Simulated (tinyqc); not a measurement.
From apparent valence band offset back to field in the oxide: X-ray photoelectron analysis of a thin oxide on a semiconductor: attenuation lengths, thickness, angle series and band offsets. Computed by tinyqc, a small Python program. Command: `OMP_NUM_THREADS=1 python tinyqc.py 3113973 3113974 out.jsonl xps inv`. One thread of a shared host (Intel(R) Xeon(R) Processor @ 2.30GHz), about 0.01 s of CPU time with the checks.

The same element is seen in the oxide and in the substrate, at nearly the same kinetic energy; films are flat and uniform, and the work function is ignored.

Inputs (values chosen for the exercise, modelled on SiO2 on silicon):
```
quantity,value,unit
photon energy,650,eV
binding energy of the core level,99.4,eV
oxide density,2.23,g/cm^3
oxide formula mass,60.08,g/mol
valence electrons per oxide formula,16,-
oxide gap,8.78,eV
substrate density,2.33,g/cm^3
substrate formula mass,28.09,g/mol
valence electrons per substrate formula,4,-
substrate gap,1.12,eV
oxide thickness d,1.8,nm
emission angle from the normal,0,degrees
attenuation length over inelastic mean free path,0.91,-
carbon overlayer,0.44,nm
valence band offset used to make the data,4.37,eV
"core level less valence band top, substrate",98.74,eV
"core level less valence band top, thick oxide",98.25,eV
```

Method:
- TPP-2M: lambda = E/(E_p^2 [b ln(c E) - C/E + D/E^2]) in angstrom, E_p = 28.8 sqrt(N_v rho/M), b = -0.10 + 0.944/sqrt(E_p^2 + E_g^2) + 0.069 rho^0.1, c = 0.191/sqrt(rho), U = N_v rho/M, C = 1.97 - 0.91 U, D = 53.4 - 20.8 U, with E = photon energy less binding energy in eV.
- Attenuation length L = factor x lambda.
- R_0 = (rho_o/M_o) L_o/((rho_s/M_s) L_s); peak ratio R = I_ox/I_sub = R_0 [exp(d/(L_o cos theta)) - 1]; hence d = L_o cos theta ln(1 + R/R_0). A carbon layer weakens both peaks alike, by exp(-d_C/(L_o cos theta)) if its L is taken equal to L_o. This R_0 leaves out intrinsic losses from the substrate peak, so calibrated values can be larger.
- Valence band offset = (E_core - E_v)(substrate) - (E_core - E_v)(oxide) + (core level separation at the interface, oxide less substrate). The separation is made here from the given offset; a uniform field F that raises the binding energy towards the surface shifts the oxide peak by e F <z>, <z> = d/(1 - exp(-x)) - d/x, x = d/(L_o cos theta), being the mean distance from the interface. Conduction band offset = oxide gap - substrate gap - valence band offset.

Problem. A run gave the result below. Find the field in the oxide, known to lie between 0.32 and 0.68 MV/cm.

apparent valence band offset = 4.425925 eV

Solution.

Each step takes the trial c = (a f_b - b f_a)/(f_b - f_a), f being the result less the target and a, b, c the logarithms of the listed values; c replaces end b, the old b replaces a if the sign of f changed, and otherwise f_a is halved.

Scan of the range:
```
field in the oxide (MV/cm),apparent valence band offset (eV)
0.320,4.40368
0.363,4.40820
0.411,4.41325
0.466,4.41904
0.529,4.42567
0.600,4.43314
0.680,4.44156
```

False position (Illinois rule, in the logarithm of the input) inside the bracket:
```
step,end a,end b,trial,apparent valence band offset (eV)
1,0.529000,0.600000,0.531256,4.42591
2,0.600000,0.531256,0.531390,4.42592
3,0.600000,0.531390,0.531406,4.42593
4,0.531390,0.531406,0.531399,4.42593
```

Apparent valence band offset rises at every point of a 13-point scan of the range (every second point is shown), so one value fits; it is bracketed by 0.529 and 0.600. The scan shows a straight line, so linear interpolation between any two rows gives the answer at once. Answer: field in the oxide = 0.5314 MV/cm.
